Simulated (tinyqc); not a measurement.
Via and link resistance from two via chains.

Inverse problem. A chain of 1000 vias joined by 1000 metal links has R = 1000 (Rv + Rlink), with Rlink proportional to the link length. Find Rv, Rlink for length L, and the value of Rv that the short chain would give if the links were ignored.

resistance of chains of 1000 links with link lengths L and 3 L (ohm): [13700, 28500]

Answer. R per link is a straight line in the link length; its intercept at zero length is Rv.

Rv = 6.30 ohm
Rlink = 7.40 ohm
Rv without correction = 13.7 ohm

Computed by the program tinyqc: `OMP_NUM_THREADS=1 python tinyqc.py 2750077 2750078 out.jsonl`, one thread of a shared Intel Xeon 2.30GHz, about 0.01 s for the whole run.
